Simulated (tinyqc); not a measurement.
# Floating body of a partially depleted SOI transistor: body voltage and kink: output curve and kink

Source at 0 V. Channel current Ic = 2 nf K Vt^2 [F(0) - F(Vd)](1 + la Vd), F(V) = ln^2(1 + exp((Vg - VT - nf V)/(2 nf Vt))), VT = VT0 - gb Vb. Saturation voltage Vs = 2 Vt sqrt(F(0)) + 3 Vt, excess Ve = (Vd - Vs + sqrt((Vd - Vs)^2 + 0.0004 V^2))/2, multiplication M1 = Ai Ve exp(-Bl/Ve). Each junction passes D(v) = J1 (exp(v/Vt) - 1) + J2 (exp(v/(2 Vt)) - 1). Bipolar current Ib = bb J1 (exp(Vb/Vt) - 1). The body settles where M1 (Ic + Ib) = D(Vb) + D(Vb - Vd) + Vb/Rb; drain current Id = (1 + M1)(Ic + Ib) - D(Vb - Vd).

Rows with more than one solution for Vb (latch) are left out; dId/dVd by a forward difference over 1e-4 V, swing = 1e-4 V over the change of log10 Id; M1 under 1e-12 is printed as 0.

Parameters, values chosen for the exercise; values of the order met in partially depleted silicon-on-insulator transistors:
```
symbol    value         unit                                                                                            meaning
T           358            K                                                                                        temperature
VT0        0.51            V                                                                     threshold at zero body voltage
gb         0.24                                                                  fall of the threshold per volt of body voltage
nf         1.38                                                                                                    slope factor
K           250  uA/(V^2 um)                                                                              gain factor per width
la         0.09          1/V                                                                   channel-length modulation factor
Ai         1.72          1/V                                                                        impact-ionisation prefactor
Bl          5.6            V                                                                          impact-ionisation voltage
J1      2.7e-11        uA/um                                                      diffusion saturation current of each junction
J2       4.5e-7        uA/um                                                  recombination saturation current of each junction
bb            1                                                 gain of the lateral bipolar transistor on the diffusion current
Rb          1e9      kohm um  resistance of a weak body tie to the source (1e9 stands for no tie, and the term is then dropped)
Vg          0.8            V                                                                                       gate voltage
```

Constants: q = 1.602176634e-19 C, kB = 1.380649e-23 J/K, Vt = kB T/q. Results are converted to the units shown.

Results:

| Vd (V) | Vb (V) | M1 | Id, floating (uA/um) | Id, grounded (uA/um) | ratio | dId/dVd, floating (uS/um) | dId/dVd, grounded (uS/um) |
|---|---|---|---|---|---|---|---|
| 0.84 | 0.3289 | 6.988e-6 | 13.34 | 8.352 | 1.597 | 23.97 | 0.7035 |
| 1 | 0.5005 | 1.080e-4 | 16.66 | 8.466 | 1.968 | 17.10 | 0.7410 |
| 1.32 | 0.6555 | 0.003149 | 20.43 | 8.748 | 2.335 | 8.807 | 1.096 |
| 1.48 | 0.6944 | 0.009058 | 21.80 | 8.950 | 2.436 | 8.596 | 1.455 |
| 1.64 | 0.7233 | 0.02047 | 23.25 | 9.219 | 2.522 | 9.794 | 1.924 |
| 1.8 | 0.7461 | 0.03915 | 25.00 | 9.571 | 2.612 | 12.19 | 2.482 |

Estimate the missing row, Vd = 1.16 V.

Computed row:

| Vd (V) | Vb (V) | M1 | Id, floating (uA/um) | Id, grounded (uA/um) | ratio | dId/dVd, floating (uS/um) | dId/dVd, grounded (uS/um) |
|---|---|---|---|---|---|---|---|
| 1.16 | 0.5981 | 7.633e-4 | 18.87 | 8.593 | 2.196 | 11.13 | 0.8600 |

With this row back in the table: Vb rises from 0.329 to 0.746 V and the ratio of the currents rises from 1.60 to 2.61. The output conductance with a floating body exceeds the grounded value by the largest factor among the rows, 34.1, at Vd = 0.84 V, where Vb = 0.329 V and M1 = 6.99e-6.

Range of the model: The multiplication law is an empirical form chosen for the exercise; self-heating and capacitive coupling to the body are left out, and the linear laws are rough once Vb passes about 0.7 V or M1 about 0.1.

tinyqc, about 0.2 s, one thread, Intel Xeon 2.30GHz (shared host): `OMP_NUM_THREADS=1 python tinyqc.py 2182241 2182242 out.jsonl`
